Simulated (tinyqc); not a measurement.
Inside a calculation. Model: hopping conduction between localised states. Computed by tinyqc, a small Python program that keeps every step. Command: `OMP_NUM_THREADS=1 python tinyqc.py 3023247 3023248 out.jsonl hop walk`. One thread of a shared host (Intel(R) Xeon(R) Processor @ 2.30GHz), about 0.01 s of CPU time with the checks. Intermediate numbers are printed to about 6 digits and carried at full precision; extremes and crossings named in words are read from the listed rows.

Energies are counted from the Fermi level. A small network shows the mechanism; the laws of an infinite system follow.

Inputs (values chosen for the exercise, for a model amorphous semiconductor):
```
quantity                                    value          unit
localisation length xi                       0.72            nm
density of states g_0                     3.8e+19   1/(eV cm^3)
permittivity eps                               15             -
activation energy E_a to extended states    0.036            eV
prefactor of activated conduction              19          S/cm
prefactor of hopping                          2.3          S/cm
conductance scale G_0                           1  microsiemens
temperature T                                  20             K
```

Dimension: 3D.

sites of the small network (nm, nm, meV):
```
      x     y  energy
1     0  0.83    0.39
2  0.82  0.14   -6.73
3  1.94  0.14   -5.88
4  2.62  1.35    0.99
5  3.48  1.08    8.23
6   4.7  0.45   -0.29
```

Constants: k_B = 8.617333262e-05 eV/K; e^2/(4 pi eps_0) = 14.39964548 eV angstrom.

## Pair exponents

Miller-Abrahams exponent s_ij = 2 r_ij/xi + (|E_i| + |E_j| + |E_i - E_j|)/(2 k_B T); G_ij = G_0 exp(-s_ij). The diagonal is set to 0 and not used.

s_ij:
```
         1        2        3        4        5        6
1   0.0000   7.1081   9.3576   7.9942  14.4668  13.4927
2   7.1081   0.0000   7.0160  10.5040  16.5169  14.7170
3   9.3576   7.0160   0.0000   7.8417  13.1987  11.1266
4   7.9942  10.5040   7.8417   0.0000   7.2791   7.0381
5  14.4668  16.5169  13.1987   7.2791   0.0000   8.7576
6  13.4927  14.7170  11.1266   7.0381   8.7576   0.0000
```

## Kirchhoff solution

Site 1 is held at potential 1 and site 6 at 0; Kirchhoff's law sum_j G_ij (u_i - u_j) = 0 fixes the others; G = sum_j G_1j (1 - u_j). G_ij = G_0 exp(-s_ij).

potentials: 1.00000  0.83713  0.70353  0.36164  0.29587  0.00000

conductance G = 3.76038e-04 microsiemens

-ln(G/G_0) = 7.88582

## Critical path

Critical exponent s_c: the smallest value such that bonds with s_ij <= s_c connect site 1 with site 6.

critical exponent s_c = 7.84166

One such path is 1-2-3-4-6. -ln(G/G_0) = 7.89 against s_c = 7.84: the hardest unavoidable hop sets the conductance.

## The network against temperature

Miller-Abrahams exponent s_ij = 2 r_ij/xi + (|E_i| + |E_j| + |E_i - E_j|)/(2 k_B T); G_ij = G_0 exp(-s_ij). Site 1 is held at potential 1 and site 6 at 0; Kirchhoff's law sum_j G_ij (u_i - u_j) = 0 fixes the others; G = sum_j G_1j (1 - u_j). The last column is the length of the critical bond.

Network:
```
T (K)  -ln(G/G_0)      s_c  critical hop (nm)
6         9.77516  9.33448            2.67110
9         9.06702  8.69623            2.67110
14        8.46039  8.24034            2.67110
20        7.88582  7.84166            1.38798
30        7.14177  6.79058            2.26636
50        6.30278  5.79147            1.37306
100       5.53647  4.80277            1.37306
300       4.97176  4.14363            1.37306
```

-ln(G/G_0) follows s_c within 0.9. The critical hop is 2.67 nm long at the lowest T and 1.37 nm at the highest: on cooling the carrier goes farther to find a site of nearer energy, which is variable-range hopping, though in so small a sample not at every step.

## Variable-range laws

Mott: T_M = 21.2/(k_B g_0 xi^3), exponent (T_M/T)^(1/4), mean hop r = (3/8) xi times the exponent. Efros-Shklovskii: T_ES = 2.8 e^2/(4 pi eps eps_0 k_B xi), exponent (T_ES/T)^(1/2). Coulomb gap width g_0^(1/2) (e^2/(4 pi eps eps_0))^(3/2). The numerical coefficients come from percolation theory and are given.

T_M = 1.73453e+07 K

T_ES = 4332.25 K

Mott exponent = 30.5167

Efros-Shklovskii exponent = 14.7178

mean hop by the Mott formula = 8.23952 nm

Coulomb gap = 5.79806 meV

The larger exponent, here Mott, is the one that limits; the two are equal at T = 1.08 K, below which the Coulomb gap rules.

## Total conductivity

sigma = s_1 exp(-E_a/k_B T) + s_2 exp(-larger of the two exponents); reduced activation energy w = d ln(sigma)/d ln(T) by a central difference of +/- 1 %.

activated part = 1.61121e-08 S/cm

hopping part = 1.28375e-13 S/cm

conductivity = 1.61123e-08 S/cm

reduced activation energy w = 20.8894

Activation to extended states carries 100 %. For sigma = s exp(-(T_0/T)^p), w = p (T_0/T)^p, so the slope of ln w against ln T gives -p.

Checks made by the program: current leaving the first site against current entering the last (relative difference below 1e-10).
